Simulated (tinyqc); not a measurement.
UHF in the sto-3g basis, for BeH, spin multiplicity 2, step by step (part 1 of 2). Computed by tinyqc, a small Python program that keeps every step (integrals from PySCF). Settings: charge = 0, multiplicity = 2, basis = sto-3g, energy threshold = 1e-09, iteration cap = 51, orthogonalisation = symmetric, start = atomic densities, DIIS depth = 0, method = UHF. Command: `OMP_NUM_THREADS=1 python tinyqc.py 23780 23781 out.jsonl` (the two numbers bound the seeds that draw the settings). One thread of a shared host (Intel(R) Xeon(R) Processor @ 2.60GHz), about 0.1 s of CPU time with the checks. Later iterations appear only in the table of the cycle.

## One-electron integrals

Geometry (angstrom):
```
atom         x         y         z
Be    0.000000  0.000000  0.000000
H     0.000000  0.000000  2.164000
```

Basis sto-3g: exponents (1/bohr^2) and contraction coefficients of normalised primitives:
```
element  l (shell)   exponent  coefficient
Be           s (1)  30.167871     0.154329
Be           s (1)   5.495115     0.535328
Be           s (1)   1.487193     0.444635
Be           s (2)   1.314833    -0.099967
Be           s (2)   0.305539     0.399513
Be           s (2)   0.099371     0.700115
Be           p (3)   1.314833     0.155916
Be           p (3)   0.305539     0.607684
Be           p (3)   0.099371     0.391957
H            s (1)   3.425251     0.154329
H            s (1)   0.623914     0.535328
H            s (1)   0.168855     0.444635
```

Overlap, kinetic and nuclear-attraction integrals over the contracted functions; the nuclear repulsion is the sum of Za Zb / Rab.

nuclear repulsion = 0.97814642 hartree

overlap S, order 1Be 1s, 1Be 2s, 1Be 2px, 1Be 2py, 1Be 2pz, 2H 1s:
$$\begin{pmatrix}
1.000000 & 0.259517 & 0.000000 & 0.000000 & 0.000000 & 0.010804 \\
0.259517 & 1.000000 & 0.000000 & 0.000000 & 0.000000 & 0.190624 \\
0.000000 & 0.000000 & 1.000000 & 0.000000 & 0.000000 & 0.000000 \\
0.000000 & 0.000000 & 0.000000 & 1.000000 & 0.000000 & 0.000000 \\
0.000000 & 0.000000 & 0.000000 & 0.000000 & 1.000000 & 0.263576 \\
0.010804 & 0.190624 & 0.000000 & 0.000000 & 0.263576 & 1.000000
\end{pmatrix}$$

kinetic energy T (hartree), order 1Be 1s, 1Be 2s, 1Be 2px, 1Be 2py, 1Be 2pz, 2H 1s:
$$\begin{pmatrix}
6.693975 & -0.033012 & 0.000000 & 0.000000 & 0.000000 & -0.004451 \\
-0.033012 & 0.211111 & 0.000000 & 0.000000 & 0.000000 & -0.000146 \\
0.000000 & 0.000000 & 0.660592 & 0.000000 & 0.000000 & 0.000000 \\
0.000000 & 0.000000 & 0.000000 & 0.660592 & 0.000000 & 0.000000 \\
0.000000 & 0.000000 & 0.000000 & 0.000000 & 0.660592 & 0.025922 \\
-0.004451 & -0.000146 & 0.000000 & 0.000000 & 0.025922 & 0.760032
\end{pmatrix}$$

nuclear attraction V (hartree), order 1Be 1s, 1Be 2s, 1Be 2px, 1Be 2py, 1Be 2pz, 2H 1s:
$$\begin{pmatrix}
-14.805629 & -1.962707 & 0.000000 & 0.000000 & -0.006902 & -0.080206 \\
-1.962707 & -2.556588 & 0.000000 & 0.000000 & -0.072705 & -0.395240 \\
0.000000 & 0.000000 & -2.522761 & 0.000000 & 0.000000 & 0.000000 \\
0.000000 & 0.000000 & 0.000000 & -2.522761 & 0.000000 & 0.000000 \\
-0.006902 & -0.072705 & 0.000000 & 0.000000 & -2.568094 & -0.531988 \\
-0.080206 & -0.395240 & 0.000000 & 0.000000 & -0.531988 & -2.204610
\end{pmatrix}$$

core Hamiltonian H = T + V (hartree), order 1Be 1s, 1Be 2s, 1Be 2px, 1Be 2py, 1Be 2pz, 2H 1s:
$$\begin{pmatrix}
-8.111654 & -1.995719 & 0.000000 & 0.000000 & -0.006902 & -0.084657 \\
-1.995719 & -2.345477 & 0.000000 & 0.000000 & -0.072705 & -0.395386 \\
0.000000 & 0.000000 & -1.862169 & 0.000000 & 0.000000 & 0.000000 \\
0.000000 & 0.000000 & 0.000000 & -1.862169 & 0.000000 & 0.000000 \\
-0.006902 & -0.072705 & 0.000000 & 0.000000 & -1.907502 & -0.506067 \\
-0.084657 & -0.395386 & 0.000000 & 0.000000 & -0.506067 & -1.444578
\end{pmatrix}$$

## Two-electron integrals

Functions are numbered as in S; the eight-fold symmetry (ij|kl) = (ji|kl) = (kl|ij) leaves the list below.

Two-electron integrals (ij|kl) in chemists' order, unique and non-zero (hartree):
```
(11|11) 2.298831   (21|11) 0.392036   (21|21) 0.079539   (22|11) 0.570988
(22|21) 0.143041   (22|22) 0.417683   (31|31) 0.014607   (32|31) 0.021888
(32|32) 0.092265   (33|11) 0.569578   (33|21) 0.143083   (33|22) 0.417589
(33|33) 0.449859   (41|41) 0.014607   (42|41) 0.021888   (42|42) 0.092265
(43|43) 0.024249   (44|11) 0.569578   (44|21) 0.143083   (44|22) 0.417589
(44|33) 0.401360   (44|44) 0.449859   (51|51) 0.014607   (52|51) 0.021888
(52|52) 0.092265   (53|53) 0.024249   (54|54) 0.024249   (55|11) 0.569578
(55|21) 0.143083   (55|22) 0.417589   (55|33) 0.401360   (55|44) 0.401360
(55|55) 0.449859   (61|11) 0.015923   (61|21) 0.003241   (61|22) 0.005917
(61|33) 0.005876   (61|44) 0.005876   (61|51) 0.000325   (61|52) 0.000610
(61|55) 0.006002   (61|61) 0.000140   (62|11) 0.068836   (62|21) 0.017657
(62|22) 0.060540   (62|33) 0.057979   (62|44) 0.057979   (62|51) 0.002210
(62|52) 0.016340   (62|55) 0.065592   (62|61) 0.000807   (62|62) 0.017221
(63|31) 0.001148   (63|32) 0.006276   (63|53) 0.002437   (63|63) 0.001070
(64|41) 0.001148   (64|42) 0.006276   (64|54) 0.002437   (64|64) 0.001070
(65|11) 0.087386   (65|21) 0.022574   (65|22) 0.080000   (65|33) 0.075636
(65|44) 0.075636   (65|51) 0.003400   (65|52) 0.024830   (65|55) 0.088631
(65|61) 0.001054   (65|62) 0.025006   (65|65) 0.036681   (66|11) 0.244486
(66|21) 0.063437   (66|22) 0.241380   (66|33) 0.227739   (66|44) 0.227739
(66|51) 0.006873   (66|52) 0.069575   (66|55) 0.268250   (66|61) 0.002881
(66|62) 0.097792   (66|65) 0.147449   (66|66) 0.774606
```

## Orthogonalisation

S = U s U^T; symmetric (Loewdin) form X = U s^(-1/2) U^T, so that X^T S X = 1.

eigenvalues of S: [0.631268, 0.811872, 1.000000, 1.000000, 1.178060, 1.378800]

X, order 1Be 1s, 1Be 2s, 1Be 2px, 1Be 2py, 1Be 2pz, 2H 1s:
$$\begin{pmatrix}
1.027039 & -0.138160 & 0.000000 & 0.000000 & -0.003485 & 0.015140 \\
-0.138160 & 1.042561 & 0.000000 & 0.000000 & 0.021265 & -0.105709 \\
0.000000 & 0.000000 & 1.000000 & 0.000000 & 0.000000 & 0.000000 \\
0.000000 & 0.000000 & 0.000000 & 1.000000 & 0.000000 & 0.000000 \\
-0.003485 & 0.021265 & 0.000000 & 0.000000 & 1.028284 & -0.141419 \\
0.015140 & -0.105709 & 0.000000 & 0.000000 & -0.141419 & 1.043521
\end{pmatrix}$$

## Starting guess

The start is atomic minimal-basis densities projected into this basis (PySCF's MINAO start) and scaled to the electron count of each spin; this density is not idempotent, so its energy is not variational and may lie below the converged one.

D(alpha) at the start, order 1Be 1s, 1Be 2s, 1Be 2px, 1Be 2py, 1Be 2pz, 2H 1s:
$$\begin{pmatrix}
1.294914 & -0.322830 & 0.000000 & 0.000000 & 0.003868 & -0.019115 \\
-0.322830 & 1.256903 & 0.000000 & 0.000000 & -0.010267 & 0.072514 \\
0.000000 & 0.000000 & 0.000000 & 0.000000 & 0.000000 & 0.000000 \\
0.000000 & 0.000000 & 0.000000 & 0.000000 & 0.000000 & 0.000000 \\
0.003868 & -0.010267 & 0.000000 & 0.000000 & 0.000693 & 0.018090 \\
-0.019115 & 0.072514 & 0.000000 & 0.000000 & 0.018090 & 0.578281
\end{pmatrix}$$

D(beta) at the start, order 1Be 1s, 1Be 2s, 1Be 2px, 1Be 2py, 1Be 2pz, 2H 1s:
$$\begin{pmatrix}
0.863276 & -0.215220 & 0.000000 & 0.000000 & 0.002579 & -0.012743 \\
-0.215220 & 0.837935 & 0.000000 & 0.000000 & -0.006845 & 0.048343 \\
0.000000 & 0.000000 & 0.000000 & 0.000000 & 0.000000 & 0.000000 \\
0.000000 & 0.000000 & 0.000000 & 0.000000 & 0.000000 & 0.000000 \\
0.002579 & -0.006845 & 0.000000 & 0.000000 & 0.000462 & 0.012060 \\
-0.012743 & 0.048343 & 0.000000 & 0.000000 & 0.012060 & 0.385520
\end{pmatrix}$$

## Iteration 1: building the Fock matrix

J_ij = sum D_kl (ij|kl) with D = D(alpha) + D(beta), K_ij = sum D_kl (ik|jl) for each spin; F = H + J - K(s); E = tr D H + tr D J / 2 - 0.5 sum_s tr D(s) K(s) + E_nn.

Coulomb J (hartree), order 1Be 1s, 1Be 2s, 1Be 2px, 1Be 2py, 1Be 2pz, 2H 1s:
$$\begin{pmatrix}
5.992758 & 1.126874 & 0.000000 & 0.000000 & 0.006782 & 0.046288 \\
1.126874 & 2.205559 & 0.000000 & 0.000000 & 0.069589 & 0.355797 \\
0.000000 & 0.000000 & 2.188228 & 0.000000 & 0.000000 & 0.000000 \\
0.000000 & 0.000000 & 0.000000 & 2.188228 & 0.000000 & 0.000000 \\
0.006782 & 0.069589 & 0.000000 & 0.000000 & 2.229945 & 0.481488 \\
0.046288 & 0.355797 & 0.000000 & 0.000000 & 0.481488 & 1.741964
\end{pmatrix}$$

exchange K(alpha) (hartree), order 1Be 1s, 1Be 2s, 1Be 2px, 1Be 2py, 1Be 2pz, 2H 1s:
$$\begin{pmatrix}
2.823602 & 0.478298 & 0.000000 & 0.000000 & 0.001350 & 0.021423 \\
0.478298 & 0.554346 & 0.000000 & 0.000000 & 0.018012 & 0.147583 \\
0.000000 & 0.000000 & 0.122340 & 0.000000 & 0.000000 & 0.000000 \\
0.000000 & 0.000000 & 0.000000 & 0.122340 & 0.000000 & 0.000000 \\
0.001350 & 0.018012 & 0.000000 & 0.000000 & 0.148952 & 0.116707 \\
0.021423 & 0.147583 & 0.000000 & 0.000000 & 0.116707 & 0.488172
\end{pmatrix}$$

exchange K(beta) (hartree), order 1Be 1s, 1Be 2s, 1Be 2px, 1Be 2py, 1Be 2pz, 2H 1s:
$$\begin{pmatrix}
1.882402 & 0.318865 & 0.000000 & 0.000000 & 0.000900 & 0.014282 \\
0.318865 & 0.369564 & 0.000000 & 0.000000 & 0.012008 & 0.098389 \\
0.000000 & 0.000000 & 0.081560 & 0.000000 & 0.000000 & 0.000000 \\
0.000000 & 0.000000 & 0.000000 & 0.081560 & 0.000000 & 0.000000 \\
0.000900 & 0.012008 & 0.000000 & 0.000000 & 0.099301 & 0.077805 \\
0.014282 & 0.098389 & 0.000000 & 0.000000 & 0.077805 & 0.325448
\end{pmatrix}$$

F(alpha) (hartree), order 1Be 1s, 1Be 2s, 1Be 2px, 1Be 2py, 1Be 2pz, 2H 1s:
$$\begin{pmatrix}
-4.942498 & -1.347143 & 0.000000 & 0.000000 & -0.001470 & -0.059792 \\
-1.347143 & -0.694264 & 0.000000 & 0.000000 & -0.021128 & -0.187171 \\
0.000000 & 0.000000 & 0.203719 & 0.000000 & 0.000000 & 0.000000 \\
0.000000 & 0.000000 & 0.000000 & 0.203719 & 0.000000 & 0.000000 \\
-0.001470 & -0.021128 & 0.000000 & 0.000000 & 0.173490 & -0.141286 \\
-0.059792 & -0.187171 & 0.000000 & 0.000000 & -0.141286 & -0.190786
\end{pmatrix}$$

F(beta) (hartree), order 1Be 1s, 1Be 2s, 1Be 2px, 1Be 2py, 1Be 2pz, 2H 1s:
$$\begin{pmatrix}
-4.001297 & -1.187711 & 0.000000 & 0.000000 & -0.001020 & -0.052651 \\
-1.187711 & -0.509482 & 0.000000 & 0.000000 & -0.015124 & -0.137977 \\
0.000000 & 0.000000 & 0.244499 & 0.000000 & 0.000000 & 0.000000 \\
0.000000 & 0.000000 & 0.000000 & 0.244499 & 0.000000 & 0.000000 \\
-0.001020 & -0.015124 & 0.000000 & 0.000000 & 0.223141 & -0.102383 \\
-0.052651 & -0.137977 & 0.000000 & 0.000000 & -0.102383 & -0.028062
\end{pmatrix}$$

total energy of this density = -14.88317835 hartree

This density is the starting one; it is not idempotent, so its energy is not variational and may lie below the converged one.

## Iteration 1: diagonalisation and new density

Diagonalise F' = X^T F X, C = X C', fill 3 alpha and 2 beta electrons from the bottom; D(s) = C_occ C_occ^T. Each column has its largest component positive (the first on a tie).

F' = X^T F X (alpha) (hartree):
$$\begin{pmatrix}
-4.845446 & -0.665616 & 0.000000 & 0.000000 & -0.006400 & 0.022950 \\
-0.665616 & -0.423713 & 0.000000 & 0.000000 & 0.012181 & -0.132683 \\
0.000000 & 0.000000 & 0.203719 & 0.000000 & 0.000000 & 0.000000 \\
0.000000 & 0.000000 & 0.000000 & 0.203719 & 0.000000 & 0.000000 \\
-0.006400 & 0.012181 & 0.000000 & 0.000000 & 0.220698 & -0.154882 \\
0.022950 & -0.132683 & 0.000000 & 0.000000 & -0.154882 & -0.128384
\end{pmatrix}$$

orbital energies (alpha) (hartree): MO1 -4.943476, MO2 -0.400030, MO3 -0.119041, MO4 0.203719, MO5 0.203719, MO6 0.285702

coefficients C (alpha), order 1Be 1s, 1Be 2s, 1Be 2px, 1Be 2py, 1Be 2pz, 2H 1s:
$$\begin{pmatrix}
0.995943 & -0.240773 & 0.150717 & 0.000000 & 0.000000 & -0.039365 \\
0.015278 & 0.861631 & -0.589041 & 0.000000 & 0.000000 & 0.167442 \\
0.000000 & 0.000000 & 0.000000 & 0.098163 & 0.995170 & 0.000000 \\
0.000000 & 0.000000 & 0.000000 & 0.995170 & -0.098163 & 0.000000 \\
0.000632 & 0.056285 & 0.266194 & 0.000000 & 0.000000 & 1.001900 \\
-0.001245 & 0.402548 & 0.819709 & 0.000000 & 0.000000 & -0.535135
\end{pmatrix}$$

F' = X^T F X (beta) (hartree):
$$\begin{pmatrix}
-3.894325 & -0.651591 & 0.000000 & 0.000000 & -0.007094 & 0.025550 \\
-0.651591 & -0.259537 & 0.000000 & 0.000000 & 0.014010 & -0.114686 \\
0.000000 & 0.000000 & 0.244499 & 0.000000 & 0.000000 & 0.000000 \\
0.000000 & 0.000000 & 0.000000 & 0.244499 & 0.000000 & 0.000000 \\
-0.007094 & 0.014010 & 0.000000 & 0.000000 & 0.265179 & -0.142827 \\
0.025550 & -0.114686 & 0.000000 & 0.000000 & -0.142827 & 0.029643
\end{pmatrix}$$

orbital energies (beta) (hartree): MO1 -4.007615, MO2 -0.211096, MO3 0.018352, MO4 0.244499, MO5 0.244499, MO6 0.341319

coefficients C (beta), order 1Be 1s, 1Be 2s, 1Be 2px, 1Be 2py, 1Be 2pz, 2H 1s:
$$\begin{pmatrix}
0.988187 & -0.261492 & 0.162249 & 0.000000 & 0.000000 & -0.054056 \\
0.042565 & 0.856788 & -0.580991 & 0.000000 & 0.000000 & 0.210237 \\
0.000000 & 0.000000 & 0.000000 & 0.816754 & 0.576985 & 0.000000 \\
0.000000 & 0.000000 & 0.000000 & -0.576985 & 0.816754 & 0.000000 \\
0.001455 & 0.072729 & 0.356814 & 0.000000 & 0.000000 & 0.972227 \\
-0.004722 & 0.404124 & 0.761917 & 0.000000 & 0.000000 & -0.613582
\end{pmatrix}$$

D(alpha) after iteration 1, order 1Be 1s, 1Be 2s, 1Be 2px, 1Be 2py, 1Be 2pz, 2H 1s:
$$\begin{pmatrix}
1.072589 & -0.281020 & 0.000000 & 0.000000 & 0.027197 & 0.025381 \\
-0.281020 & 1.089611 & 0.000000 & 0.000000 & -0.108293 & -0.136013 \\
0.000000 & 0.000000 & 0.000000 & 0.000000 & 0.000000 & 0.000000 \\
0.000000 & 0.000000 & 0.000000 & 0.000000 & 0.000000 & 0.000000 \\
0.027197 & -0.108293 & 0.000000 & 0.000000 & 0.074028 & 0.240858 \\
0.025381 & -0.136013 & 0.000000 & 0.000000 & 0.240858 & 0.833969
\end{pmatrix}$$

D(beta) after iteration 1, order 1Be 1s, 1Be 2s, 1Be 2px, 1Be 2py, 1Be 2pz, 2H 1s:
$$\begin{pmatrix}
1.044891 & -0.181981 & 0.000000 & 0.000000 & -0.017580 & -0.110342 \\
-0.181981 & 0.735898 & 0.000000 & 0.000000 & 0.062375 & 0.346047 \\
0.000000 & 0.000000 & 0.000000 & 0.000000 & 0.000000 & 0.000000 \\
0.000000 & 0.000000 & 0.000000 & 0.000000 & 0.000000 & 0.000000 \\
-0.017580 & 0.062375 & 0.000000 & 0.000000 & 0.005292 & 0.029384 \\
-0.110342 & 0.346047 & 0.000000 & 0.000000 & 0.029384 & 0.163338
\end{pmatrix}$$

Within a degenerate level the vectors are fixed only up to a rotation; this is one choice.

## Iteration 2: building the Fock matrix

As before.

Coulomb J (hartree), order 1Be 1s, 1Be 2s, 1Be 2px, 1Be 2py, 1Be 2pz, 2H 1s:
$$\begin{pmatrix}
5.909492 & 1.111282 & 0.000000 & 0.000000 & 0.007836 & 0.045701 \\
1.111282 & 2.180602 & 0.000000 & 0.000000 & 0.081516 & 0.361809 \\
0.000000 & 0.000000 & 2.159087 & 0.000000 & 0.000000 & 0.000000 \\
0.000000 & 0.000000 & 0.000000 & 2.159087 & 0.000000 & 0.000000 \\
0.007836 & 0.081516 & 0.000000 & 0.000000 & 2.213536 & 0.492193 \\
0.045701 & 0.361809 & 0.000000 & 0.000000 & 0.492193 & 1.807417
\end{pmatrix}$$

exchange K(alpha) (hartree), order 1Be 1s, 1Be 2s, 1Be 2px, 1Be 2py, 1Be 2pz, 2H 1s:
$$\begin{pmatrix}
2.333307 & 0.395138 & 0.000000 & 0.000000 & 0.000239 & 0.017800 \\
0.395138 & 0.473521 & 0.000000 & 0.000000 & -0.020568 & 0.125645 \\
0.000000 & 0.000000 & 0.106110 & 0.000000 & 0.000000 & 0.000000 \\
0.000000 & 0.000000 & 0.000000 & 0.106110 & 0.000000 & 0.000000 \\
0.000239 & -0.020568 & 0.000000 & 0.000000 & 0.203904 & 0.198134 \\
0.017800 & 0.125645 & 0.000000 & 0.000000 & 0.198134 & 0.706387
\end{pmatrix}$$

exchange K(beta) (hartree), order 1Be 1s, 1Be 2s, 1Be 2px, 1Be 2py, 1Be 2pz, 2H 1s:
$$\begin{pmatrix}
2.316722 & 0.397051 & 0.000000 & 0.000000 & -0.001187 & 0.012480 \\
0.397051 & 0.380684 & 0.000000 & 0.000000 & 0.066247 & 0.150532 \\
0.000000 & 0.000000 & 0.079730 & 0.000000 & 0.000000 & 0.000000 \\
0.000000 & 0.000000 & 0.000000 & 0.079730 & 0.000000 & 0.000000 \\
-0.001187 & 0.066247 & 0.000000 & 0.000000 & 0.105209 & 0.082693 \\
0.012480 & 0.150532 & 0.000000 & 0.000000 & 0.082693 & 0.218036
\end{pmatrix}$$

F(alpha) (hartree), order 1Be 1s, 1Be 2s, 1Be 2px, 1Be 2py, 1Be 2pz, 2H 1s:
$$\begin{pmatrix}
-4.535469 & -1.279576 & 0.000000 & 0.000000 & 0.000695 & -0.056756 \\
-1.279576 & -0.638396 & 0.000000 & 0.000000 & 0.029379 & -0.159222 \\
0.000000 & 0.000000 & 0.190808 & 0.000000 & 0.000000 & 0.000000 \\
0.000000 & 0.000000 & 0.000000 & 0.190808 & 0.000000 & 0.000000 \\
0.000695 & 0.029379 & 0.000000 & 0.000000 & 0.102129 & -0.212008 \\
-0.056756 & -0.159222 & 0.000000 & 0.000000 & -0.212008 & -0.343548
\end{pmatrix}$$

F(beta) (hartree), order 1Be 1s, 1Be 2s, 1Be 2px, 1Be 2py, 1Be 2pz, 2H 1s:
$$\begin{pmatrix}
-4.518883 & -1.281488 & 0.000000 & 0.000000 & 0.002122 & -0.051436 \\
-1.281488 & -0.545559 & 0.000000 & 0.000000 & -0.057436 & -0.184108 \\
0.000000 & 0.000000 & 0.217188 & 0.000000 & 0.000000 & 0.000000 \\
0.000000 & 0.000000 & 0.000000 & 0.217188 & 0.000000 & 0.000000 \\
0.002122 & -0.057436 & 0.000000 & 0.000000 & 0.200824 & -0.096567 \\
-0.051436 & -0.184108 & 0.000000 & 0.000000 & -0.096567 & 0.144803
\end{pmatrix}$$

total energy of this density = -14.80672976 hartree

## Iteration 2: diagonalisation and new density

As before.

F' = X^T F X (alpha) (hartree):
$$\begin{pmatrix}
-4.434234 & -0.657351 & 0.000000 & 0.000000 & -0.011845 & 0.020449 \\
-0.657351 & -0.379951 & 0.000000 & 0.000000 & 0.066966 & -0.100438 \\
0.000000 & 0.000000 & 0.190808 & 0.000000 & 0.000000 & 0.000000 \\
0.000000 & 0.000000 & 0.000000 & 0.190808 & 0.000000 & 0.000000 \\
-0.011845 & 0.066966 & 0.000000 & 0.000000 & 0.164805 & -0.203950 \\
0.020449 & -0.100438 & 0.000000 & 0.000000 & -0.203950 & -0.279354
\end{pmatrix}$$

orbital energies (alpha) (hartree): MO1 -4.538157, MO2 -0.403516, MO3 -0.250330, MO4 0.190808, MO5 0.190808, MO6 0.263269

coefficients C (alpha), order 1Be 1s, 1Be 2s, 1Be 2px, 1Be 2py, 1Be 2pz, 2H 1s:
$$\begin{pmatrix}
0.992859 & -0.145729 & -0.250912 & 0.000000 & 0.000000 & -0.064619 \\
0.026412 & 0.478658 & 0.907236 & 0.000000 & 0.000000 & 0.254480 \\
0.000000 & 0.000000 & 0.000000 & 0.991194 & 0.132415 & 0.000000 \\
0.000000 & 0.000000 & 0.000000 & -0.132415 & 0.991194 & 0.000000 \\
0.000251 & 0.131425 & -0.281655 & 0.000000 & 0.000000 & 0.990570 \\
-0.002675 & 0.761148 & -0.498487 & 0.000000 & 0.000000 & -0.540829
\end{pmatrix}$$

F' = X^T F X (beta) (hartree):
$$\begin{pmatrix}
-4.414149 & -0.676613 & 0.000000 & 0.000000 & 0.000814 & 0.036767 \\
-0.676613 & -0.271409 & 0.000000 & 0.000000 & -0.023873 & -0.175747 \\
0.000000 & 0.000000 & 0.217188 & 0.000000 & 0.000000 & 0.000000 \\
0.000000 & 0.000000 & 0.000000 & 0.217188 & 0.000000 & 0.000000 \\
0.000814 & -0.023873 & 0.000000 & 0.000000 & 0.241745 & -0.155634 \\
0.036767 & -0.175747 & 0.000000 & 0.000000 & -0.155634 & 0.224435
\end{pmatrix}$$

orbital energies (beta) (hartree): MO1 -4.521873, MO2 -0.247521, MO3 0.139011, MO4 0.217188, MO5 0.217188, MO6 0.411005

coefficients C (beta), order 1Be 1s, 1Be 2s, 1Be 2px, 1Be 2py, 1Be 2pz, 2H 1s:
$$\begin{pmatrix}
0.992539 & -0.262319 & 0.120451 & 0.000000 & 0.000000 & 0.075405 \\
0.027584 & 0.908879 & -0.445162 & 0.000000 & 0.000000 & -0.304396 \\
0.000000 & 0.000000 & 0.000000 & 0.981525 & 0.191331 & 0.000000 \\
0.000000 & 0.000000 & 0.000000 & -0.191331 & 0.981525 & 0.000000 \\
0.000731 & 0.138332 & 0.678070 & 0.000000 & 0.000000 & -0.773897 \\
-0.003630 & 0.295650 & 0.508516 & 0.000000 & 0.000000 & 0.879959
\end{pmatrix}$$

D(alpha) after iteration 2, order 1Be 1s, 1Be 2s, 1Be 2px, 1Be 2py, 1Be 2pz, 2H 1s:
$$\begin{pmatrix}
1.069963 & -0.271167 & 0.000000 & 0.000000 & 0.051768 & 0.011499 \\
-0.271167 & 1.052888 & 0.000000 & 0.000000 & -0.192613 & -0.087987 \\
0.000000 & 0.000000 & 0.000000 & 0.000000 & 0.000000 & 0.000000 \\
0.000000 & 0.000000 & 0.000000 & 0.000000 & 0.000000 & 0.000000 \\
0.051768 & -0.192613 & 0.000000 & 0.000000 & 0.096602 & 0.240435 \\
0.011499 & -0.087987 & 0.000000 & 0.000000 & 0.240435 & 0.827843
\end{pmatrix}$$

D(beta) after iteration 2, order 1Be 1s, 1Be 2s, 1Be 2px, 1Be 2py, 1Be 2pz, 2H 1s:
$$\begin{pmatrix}
1.053944 & -0.211038 & 0.000000 & 0.000000 & -0.035561 & -0.081157 \\
-0.211038 & 0.826822 & 0.000000 & 0.000000 & 0.125747 & 0.268610 \\
0.000000 & 0.000000 & 0.000000 & 0.000000 & 0.000000 & 0.000000 \\
0.000000 & 0.000000 & 0.000000 & 0.000000 & 0.000000 & 0.000000 \\
-0.035561 & 0.125747 & 0.000000 & 0.000000 & 0.019136 & 0.040895 \\
-0.081157 & 0.268610 & 0.000000 & 0.000000 & 0.040895 & 0.087422
\end{pmatrix}$$

Within a degenerate level the vectors are fixed only up to a rotation; this is one choice.
